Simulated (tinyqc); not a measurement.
The width of the window: equation-of-state fits to an energy-volume table made by a known binding curve. Computed by tinyqc, a small Python program. Command: `OMP_NUM_THREADS=1 python tinyqc.py 3014098 3014099 out.jsonl eosfit walk`. One thread of a shared host (Intel(R) Xeon(R) Processor @ 2.30GHz), about 0.02 s of CPU time with the checks.

With x = (V/V_0)^(1/3), the energy per atom is E = -D [1 + eta (x - 1)] exp(-eta (x - 1)), so that B0 = D eta^2/(9 V_0) and B' = 1 + 2 eta/3. B' = dB/dP at P = 0.

Inputs (values chosen for the exercise, for a model crystal):
```
quantity                                 value             unit
cohesive energy D                         1.69          eV/atom
true volume V_0                           15.5  angstrom^3/atom
stiffness eta                             4.31                -
shift of the window centre s             0.011                -
points N                                     9                -
compression V/V_0 for the pressure test   0.75                -
```

Binding curve: universal binding. Noise: none.

Constants: 1 eV/angstrom^3 = 160.2176634 GPa.

Method:
- B0 and B' from the formulas above; P = -dE/dV at V = c V_0 (c the compression chosen), from the curve itself.
- Table: V_j = V_0 [1 + s + w (2 j/(N - 1) - 1)], j = 0..N-1, rounded to 0.001; E_j from the curve, rounded to 1e-7 eV.
- Murnaghan: E = E0 + (B0 V/B') [(V0/V)^B'/(B' - 1) + 1] - B0 V0/(B' - 1), P = (B0/B') [(V0/V)^B' - 1].
- Birch-Murnaghan: E = E0 + (9 V0 B0/16) [y^3 B' + y^2 (2 - 4 y)], y = (V0/V)^(2/3) - 1; P = (3 B0/2) (x^7 - x^5) [1 + (3/4)(B' - 4)(x^2 - 1)], x = (V0/V)^(1/3).
- Vinet: E = E0 + (9 B0 V0/h^2) {1 + [h (1 - x) - 1] exp(h (1 - x))}, P = 3 B0 (1 - x) x^-2 exp(h (1 - x)), x = (V/V0)^(1/3), h = (3/2)(B' - 1).
- All are least-squares fits to the energies; for polynomials in V, B0 = V E'' and B' = -1 - V E'''/E'' at the minimum.
- The table is made anew for each w.

exact B0 = 36.0560 GPa

exact B' = 3.87333

Errors (%):
```
w     B0, parabola  B0, cubic  B0, Murnaghan  B0, Birch-Murnaghan  B0, Vinet  B', Birch-Murnaghan
0.03        -5.024      0.033         -0.014               -0.007     -0.004                0.266
0.05        -4.626      0.345         -0.083               -0.021      0.002                0.392
0.08        -3.636      1.094         -0.265               -0.071      0.000                0.253
0.12        -1.605      2.668         -0.626               -0.168      0.000                0.093
0.16         1.298      4.941         -1.112               -0.300      0.000               -0.143
0.22         7.434      9.836         -2.041               -0.558      0.000               -0.607
```

The Birch-Murnaghan error of B0 is smallest among these at w = 0.03 (0.007 % in size); it is 0.007 % at the narrowest and 0.558 % at the widest. This error comes from the form and grows with w. The Vinet form is the binding curve itself here, so its error comes from noise and rounding alone. At the widest window the errors of B0 are +7.4 % for the parabola and +9.8 % for the cubic in V. The parabola changes sign: it reports the mean curvature of the window, which the shift s biases one way and the width the other.

Extremes, crossings and ranges named in words are read from the listed rows.
